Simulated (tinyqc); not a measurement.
Adsorption as a lattice gas: isotherms with interactions, competition, desorption peaks and saturation dose. Which input was changed? Computed by tinyqc, a small Python program. Command: `OMP_NUM_THREADS=1 python tinyqc.py 3000646 3000647 out.jsonl adsorb which`. One thread of a shared host (Intel(R) Xeon(R) Processor @ 2.30GHz), about 0.03 s of CPU time with the checks.

One adsorbate per site; a molecule needs 1 empty site. Gas and surface have the same temperature.

Inputs (values chosen for the exercise, for a model surface):
```
quantity                                          value    unit
desorption energy E                                1.79      eV
prefactor nu                                    8.3e+13     1/s
site density N_s                                    8.2  1/nm^2
molecular mass M                                   94.6       u
sticking coefficient s0                           0.037       -
temperature T                                       636       K
pressure p                                         0.17      Pa
blocking by a second gas, K_B p_B                 0.087       -
aspect ratio a (depth over diameter) of a hole       10       -
```

Adsorption: molecular (first order).

Constants: u = 1.6605390666e-27 kg; k_B = 1.380649e-23 J/K; k_B = 8.617333262e-05 eV/K.

Method. Flux F = p/sqrt(2 pi M k_B T); k_d = nu exp(-E/(k_B T)); s0 F (1 - theta) = N_s k_d theta, so y = s0 F/(N_s k_d), theta = y/(1 + y). With a second gas on the same sites theta = y/(1 + y + K_B p_B). Without desorption or interaction, 99 % coverage needs the time (N_s/(s0 F)) ln 100. For a round hole of aspect ratio a in molecular flow with unit sticking (Gordon), the time is N_s/F x [1 + (19/4) a + (3/2) a^2]. The larger of the two times is a rough guide.

Task: One of these inputs alone was changed, within the range given: prefactor nu (4.15e+13 to 1.66e+14); sticking coefficient s0 (0.0185 to 0.074); pressure p (0.085 to 0.34); aspect ratio a (depth over diameter) of a hole (5 to 20). Which one, and to what value?

Results:
```
run            y  time for the hole (s)  time on a flat surface (s)
before  15.17434              0.8913652                   0.5589065
after   21.24408              0.6366895                   0.3992189
```

Result:

Each candidate set to reproduce y, and what it then gives:
```
candidate                                             range searched  value needed  time for the hole (s)  time on a flat surface (s)
prefactor nu (1/s)                              4.15e+13 to 1.66e+14      5.929e13                0.89137                     0.55891
sticking coefficient s0                              0.0185 to 0.074       0.05180                0.89137                     0.39922
pressure p (Pa)                                        0.085 to 0.34        0.2380                0.63669                     0.39922
aspect ratio a (depth over diameter) of a hole               5 to 20     no effect                      -                           -
```

Only pressure p fits every result: it went from 0.17 to 0.238 Pa. The next best candidate, sticking coefficient s0, misses one result by 40 %.

Caution: with k_d = nu exp(-E/(k_B T)) of these inputs desorption is not negligible over the time on a flat surface, so without interaction 99 % coverage is not reached.
